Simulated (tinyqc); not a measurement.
# AlGaN/GaN HEMT with access regions, lumped model, step by step

Computed by the program tinyqc: `OMP_NUM_THREADS=1 python tinyqc.py 2570148 2570149 out.jsonl`, one thread of a shared Intel Xeon 2.30GHz, about 0.02 s for the whole run. Printed values are rounded.

A polarisation-induced electron sheet under a Schottky gate, in series with two ungated access regions and contacts. Drift law v = mu E/(1 + mu E/vs) under the gate. Currents in mA/mm, resistances in ohm mm. No self-heating, no channel-length modulation; fits for polarisation, barrier and offset are chosen for the exercise.

Parameters, values chosen for the exercise; values close to those of AlGaN/GaN structures: aluminium share of the barrier x = 0.19; barrier thickness d = 18 nm; relative permittivity of barrier and channel eps_r = 9; channel mobility mu = 1400 cm^2/(V s); saturation velocity vs = 1.5e7 cm/s; gate length Lg = 0.5 um; source access length Ls = 1.5 um; drain access length Ld = 8 um; resistance of each contact Rc = 0.52 ohm mm; share of the drain-access electrons removed by traps ft = 0.2; gate voltage Vg = -0.5 V; critical field Ec = 3.3 MV/cm; depth over which the depleted charge spreads te = 0.3 um; insulator under the field plate tf = 200 nm; relative permittivity of that insulator ei = 7.

Constants: q = 1.602176634e-19 C, eps0 = 8.8541878128e-14 F/cm where lengths are in cm. Results are converted to the units shown.

## Polarisation charge, threshold and sheet resistance

sigma = (5e13 x + 1.6e13 x^2) cm^-2, phiB = 0.84 + 1.3 x, dEc = 0.7 (1.71 x + x^2) in volts, Cb = eps0 eps_r/d, VT = phiB - dEc - q sigma/Cb, access density n0 = -Cb VT/q. Rsh = 1/(q mu n0); largest access current q n0 vs.

sigma = 1.007760e13 cm^-2
Cb = 0.4427094 uF/cm^2
VT = -2.812809 V
n0 = 7.772283e12 cm^-2
Rsh = 573.6050 ohm
q n0 vs = 1867.886 mA/mm

## On-resistance and breakdown

sigma = (5e13 x + 1.6e13 x^2) cm^-2, phiB = 0.84 + 1.3 x, dEc = 0.7 (1.71 x + x^2) in volts, Cb = eps0 eps_r/d, VT = phiB - dEc - q sigma/Cb, access density n0 = -Cb VT/q. Ron = 2 Rc + Ls/(q mu n0) + Ld/(q mu (1 - ft) n0) + Lg/(mu Cb (Vg - VT)). Off state: a depleted stretch that holds the voltage V has the peak field sqrt(k V), k = 2 q n0/(eps0 eps_r te), so one edge holds V1 = Ec^2/k. The sheet under the plate pinches off at Vf = q n0 (1/Cb + tf/(eps0 ei)); beyond it the gate edge is screened. BV = V1 if Vf >= V1, else Vf + V1, and at most Ec Ld. Specific resistance Ron (Ls + Lg + Ld); figure of merit BV^2 over it.

Ron = 7.985263 ohm mm
Vf = 42.99580 V
V1 = 104.5325 V
BV = 147.5283 V
specific resistance = 0.7985263 mohm cm^2
figure of merit = 27.25596 MW/cm^2

The plate raises BV by a factor of 1.41.
